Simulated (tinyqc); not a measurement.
# Resonant-tunnelling diode, transfer matrices and Tsu-Esaki current: what changes with what

Emitter (band edge 0), barrier d1, well Lw, barrier d2, collector (edge -V). The bias drops linearly over these layers and none in the contacts; each layer is cut into ns equal slices, flat at the value of their centres. E is the energy of motion across the layers, C = hbar^2/(2 m0), psi and psi'/m are continuous. Transport is coherent, T(E) is taken as independent of the transverse momentum, and charge in the well is ignored.

Inputs (values chosen for the exercise); masses and offsets of a made-up heterostructure:
- T = 300 K (temperature)
- mw = 0.25 m0 (mass in the well, spacer and contacts)
- U1 = 0.61 eV (barrier height)
- m1 = 0.34 m0 (barrier mass)
- d1 = 1.1 nm (emitter barrier)
- Lw = 1.9 nm (well width)
- d2 = 1.1 nm (collector barrier)
- ns = 3 (slices in each layer)
- Ef = 0.055 eV (Fermi energy of both contacts above their band edges)

Constants: q = 1.602176634e-19 C, kB = 1.380649e-23 J/K, hbar = 1.054571817e-34 J s, m0 = 9.1093837015e-31 kg, Vt = kB T/q, hbar^2/(2 m0) = 0.0380998212 eV nm^2. Results are converted to the units shown.

Each table varies one quantity; the others keep the values above.

## Current against voltage

For the pair (psi, psi'/m) a flat layer has M = [[cos kd, (m/k) sin kd], [-(k/m) sin kd, cos kd]] with k = sqrt(m (E - U)/C) above its edge U, and M = [[cosh Kd, (m/K) sinh Kd], [(K/m) sinh Kd, cosh Kd]] with K = sqrt(m (U - E)/C) below it. Later slices stand to the left. With M acting on (psi, psi'/m) and v = k/m in each lead, T(E) = 4 vL vR/[(vL vR M12 - M21)^2 + (vR M11 + vL M22)^2]. J = J0 times the integral over E > 0 of T(E) N(E), N = ln[(1 + exp((Ef - E)/Vt))/(1 + exp((Ef - V - E)/Vt))], J0 = q^2 mw m0 kB T/(2 pi^2 hbar^3) (times 1e-4 for A/cm^2 per eV). The integral is converged to the digits shown.

Result of one run:
```
V (V)  J (kA/cm^2)
0.304        166.9
```

What becomes of these results when the bias of the collector V is changed from 0.304 to 0.086 V, all else the same?

Result of the changed run:
```
V (V)  J (kA/cm^2)
0.086        60.06
```

The whole series:
```
V (V)  J (kA/cm^2)
0.031        16.29
0.086        60.06
0.14         146.6
0.195        293.6
0.249        421.8
0.304        166.9
0.358        17.91
0.413        12.65
0.467        12.01
0.522        13.23
0.576        16.14
```

Among the rows the current peaks at 422 kA/cm^2 at V = 0.249 V and falls to 12.0 kA/cm^2 at 0.467 V, a ratio of 35.1. At zero bias the resonance lies at 0.157 eV and the centre of the well takes the share 0.500 of the bias, so the level should reach the emitter band edge near V = 0.314 V; beyond that only the tail of the broadened level (width 4.16 meV at zero bias) and off-resonant tunnelling carry current. Without scattering and space charge the valley comes out far lower than in a real diode. In 4 of the 11 rows the bias alone exceeds 0.4 V, so electrons enter the collector far above its band edge, where real bands are no longer parabolic.

## Resonance against bias

The resonance is the first maximum of T(E) for E > 0, G its full width at half maximum. For a sharp resonance J = J0 (pi G/2) Tp N(Er), with Er the peak energy, Tp the peak transmission and G the full width at half maximum (in eV).

Resonance against bias:
```
V (V)  Er (eV)      Tp  G (meV)  J (kA/cm^2)  one-resonance J (kA/cm^2)
0.031   0.1416  0.9902    4.165        16.29                      16.21
0.071   0.1215  0.9492    4.204        44.98                      45.08
0.11    0.1017  0.8806    4.270        91.46                      92.60
0.149  0.08175  0.7871    4.363        166.9                      170.9
0.189  0.06118  0.6686    4.483        275.7                      285.7
0.228  0.04100  0.5321    4.618        385.3                      403.6
0.267  0.02071  0.3668    4.755        421.6                      447.5
```

What does the comparison show?

Er falls from 0.142 to 0.0207 eV, by 0.512 eV a volt, against the share 0.500 of the bias at the centre of the well. Tp falls from 0.990 to 0.367: the bias makes equal barriers unequal. The one-resonance current is 0.49 % below the full integral in the first row and 6.1 % above it in the last.

Computed by the program tinyqc: `OMP_NUM_THREADS=1 python tinyqc.py 2600002 2600003 out.jsonl`, one thread of a shared Intel Xeon 2.30GHz, about 0.2 s for the whole run.
